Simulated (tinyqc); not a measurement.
Lifetime against injection: Shockley-Read-Hall recombination through one deep level.

One level at Et with degeneracy 1: tn = 1/(sn vth Nt), tp = 1/(sp_ vth Nt), n1 = Nc exp((Et - Eg)/kT), p1 = Nv exp(-Et/kT), ni^2 = n1 p1. Equilibrium n0 = Nm, p0 = ni^2/Nm; n = n0 + dn, p = p0 + dn. U = (n p - ni^2)/(tp (n + n1) + tn (p + p1)), lifetime dn/U; emission rates en = sn vth n1, ep = sp_ vth p1.

Constants: kB = 8.617333262e-05 eV/K.

Inputs chosen for the exercise (gap and densities of states near those of Ge at this temperature; not measured data):

| symbol | value | unit | meaning |
|---|---|---|---|
| Eg | 0.645 | eV | gap |
| Nc | 1.26e+19 | 1/cm^3 | conduction-band density of states |
| Nv | 5.89e+18 | 1/cm^3 | valence-band density of states |
| T | 350 | K |  |
| Et | 0.314 | eV | recombination level above Ev |
| Nt | 1.6e+13 | 1/cm^3 | defects |
| sn | 1.1e-15 | cm^2 | electron capture cross-section |
| sp_ | 4.3e-15 | cm^2 | hole capture cross-section |
| vth | 14000000 | cm/s | thermal velocity, both carriers |
| Nm | 7.4e+15 | 1/cm^3 | equilibrium electrons for the lifetime steps |

Recombination:

| dn (1/cm^3) | lifetime (microsecond) | U (1/(cm^3 s)) |
|---|---|---|
| 1.0e+11 | 1.168 | 8.56e+16 |
| 1.0e+12 | 1.168 | 8.56e+17 |
| 1.0e+13 | 1.173 | 8.52e+18 |
| 1.0e+14 | 1.220 | 8.20e+19 |
| 1.0e+15 | 1.635 | 6.12e+20 |
| 1.0e+16 | 3.425 | 2.92e+21 |
| 1.0e+17 | 4.826 | 2.07e+22 |
| 1.0e+18 | 5.068 | 1.97e+23 |

What does the comparison show, and why?

The lifetime rises from 1.168 to 5.068 microsecond; tn + tp = 5.097. At low injection it is tp (1 + n1/n0) + tn p1/n0 with n1/Nm = 0.029 and p1/Nm = 0.024: re-emission lengthens it to 1.12 times the minority capture time. Auger and radiative paths are left out; they cut in at the highest injections, and in a doped direct-gap crystal the radiative one counts at all injections. dn = dp neglects trapped charge, which matters where the traps hold a charge comparable with dn, at low injection and with very unequal cross sections.

(tinyqc, `OMP_NUM_THREADS=1 python tinyqc.py 1681312 1681313 out.jsonl`, Intel(R) Xeon(R) Processor @ 2.30GHz, 1 thread, shared host, about 0.01 s.)
